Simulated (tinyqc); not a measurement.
Free and trapped electrons in a MOS channel with a dense trap tail: two steps of the calculation.

p-type body, charge-sheet picture, full ionisation (an idealisation for deep acceptors), Boltzmann statistics for free electrons. e = Ec - EF at the surface. Acceptor-like traps of density D(E) = D0 + De exp(-E/Ew) at depth E below Ec, from 0 to Eu, hold n_t = integral of D(E)/(1 + exp((e - E)/Vt)). psi = Eg - Vt ln(Nv/Na) - e; N_dep = sqrt(2 eps0 eps_r Na (psi - Vt)/q); n_f = sqrt(N_dep^2 + 2 eps0 eps_r Vt Nc exp(-e/Vt)/q) - N_dep; Vg = Vfb + psi + q (N_dep + n_t + n_f)/Cox, Cox = eps0 eox/tox.

Inputs (values chosen for the exercise); band and dielectric values close to those of 4H silicon carbide: temperature T = 300 K; band gap Eg = 3.25 eV; relative permittivity eps_r = 9.52; conduction-band density of states at T Nc = 1.68e19 cm^-3; valence-band density of states at T Nv = 2.53e19 cm^-3; relative permittivity of the insulator eox = 3.9; insulator thickness tox = 63 nm; acceptor density Na = 5.5e16 cm^-3; flat-band voltage without trapped charge Vfb = -2.73 V; constant background density of acceptor-like traps D0 = 4.5e10 cm^-2 eV^-1; density of the tail at the conduction edge De = 6.9e12 cm^-2 eV^-1; decay energy of the tail Ew = 0.12 eV; depth below Ec down to which the traps reach Eu = 0.73 eV; mobility of free electrons mf = 120 cm^2/(V s); Ec - EF at the surface e = 0.112 eV.

Constants: q = 1.602176634e-19 C, kB = 1.380649e-23 J/K, Vt = kB T/q, eps0 = 8.8541878128e-14 F/cm where lengths are in cm. Results are converted to the units shown.

Task 1. Trapped charge. Trapezoid rule on 14 equal steps from 0 to Eu, f = 1/(1 + exp((e - E)/Vt)).

Find: E; D(E) f; n_t.

Result 1.

| point | E (eV) | D(E) f (cm^-2 eV^-1) |
|---|---|---|
| 0 | 0 | 9.0051e10 |
| 1 | 0.052143 | 4.0555e11 |
| 2 | 0.10429 | 1.2517e12 |
| 3 | 0.15643 | 1.6270e12 |
| 4 | 0.20857 | 1.2291e12 |
| 5 | 0.26071 | 8.2814e11 |
| 6 | 0.31286 | 5.5361e11 |
| 7 | 0.36500 | 3.7449e11 |
| 8 | 0.41714 | 2.5838e11 |
| 9 | 0.46929 | 1.8318e11 |
| 10 | 0.52143 | 1.3448e11 |
| 11 | 0.57357 | 1.0295e11 |
| 12 | 0.62571 | 8.2524e10 |
| 13 | 0.67786 | 6.9300e10 |
| 14 | 0.73000 | 6.0736e10 |

n_t = 3.7416e11 cm^-2

Task 2. Charges and gate voltage. psi, N_dep, n_f and Vg as defined, with the n_t given; free share n_f/(n_f + n_t); apparent mobility mf n_f/(n_f + n_t); gate voltage spent on traps q n_t/Cox.

n_t = 3.7416291e11 cm^-2

Give: psi; N_dep; n_f; Vg; free share; apparent mobility; gate voltage spent on traps.

Result 2.

psi = 2.9795 V
N_dep = 1.3074e12 cm^-2
n_f = 2.2761e10 cm^-2
Vg = 5.2314 V
free share = 5.7343 %
apparent mobility = 6.8811 cm^2/(V s)
gate voltage spent on traps = 1.0937 V

Program tinyqc, `OMP_NUM_THREADS=1 python tinyqc.py 2222236 2222237 out.jsonl`; Intel Xeon 2.30GHz, shared host, one thread, about 0.02 s.
